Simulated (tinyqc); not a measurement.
Fully depleted semiconductor-on-insulator film with two gates, non-linear Poisson equation by Newton steps: one step of the calculation.

One dimension across the film, front interface at x = 0, back interface at x = ts. psi is counted from the intrinsic level, n = ni exp(psi/Vt) (source grounded), holes neglected, acceptors ionised. Gates act through Cox = eps0 eox/tox and Cbox = 3.9 eps0/tb with potentials G1 = Vg - (phiM - chi - Vt ln(Nc/ni)) and G2 = Vb - (phiB - chi - Vt ln(Nc/ni)). Classical Boltzmann densities, no interface charge, no depletion in the back plane.

Task. Capacitances and gate potentials. ni = sqrt(Nc Nv) exp(-Eg/(2 Vt)), Eg in volts; Cox, Cbox, G1, G2 as defined; Cs = eps0 eps_r/ts; a = eps0 eps_r/h with h = ts/10; coupling ratio of a depleted film Cs Cbox/(Cox (Cs + Cbox)).

Inputs (values chosen for the exercise); band and dielectric values close to those of silicon:

| symbol | value | unit | meaning |
|---|---|---|---|
| T | 350 | K | temperature |
| Eg | 1.13 | eV | band gap |
| eps_r | 11.5 |  | relative permittivity |
| Nc | 3.57e19 | cm^-3 | conduction-band density of states at T |
| Nv | 3.28e19 | cm^-3 | valence-band density of states at T |
| chi | 4.02 | eV | electron affinity |
| eox | 24.5 |  | relative permittivity of the gate insulator (close to zirconium oxide) |
| tox | 9 | nm | insulator thickness |
| ts | 24 | nm | film thickness |
| tb | 27 | nm | buried-oxide thickness (eps_r 3.9) |
| phiM | 4.27 | eV | work function of the front gate |
| phiB | 4.52 | eV | work function of the back plane |
| Vb | 0 | V | back-gate voltage |
| Vg | 0.22 | V | front-gate voltage |

Constants: q = 1.602176634e-19 C, kB = 1.380649e-23 J/K, Vt = kB T/q, eps0 = 8.8541878128e-14 F/cm where lengths are in cm. Results are converted to the units shown.

Find: ni; Cox; Cbox; Cs; a; G1; G2; coupling ratio.

Result.

ni = 2.5040e11 cm^-3
Cox = 2.4103 uF/cm^2
Cbox = 0.12789 uF/cm^2
Cs = 0.42426 uF/cm^2
a = 4.2426 uF/cm^2
G1 = 0.53628 V
G2 = 0.066278 V
coupling ratio = 0.040771

tinyqc, about 0.4 s, one thread, Intel Xeon 2.30GHz (shared host): `OMP_NUM_THREADS=1 python tinyqc.py 2190154 2190155 out.jsonl`
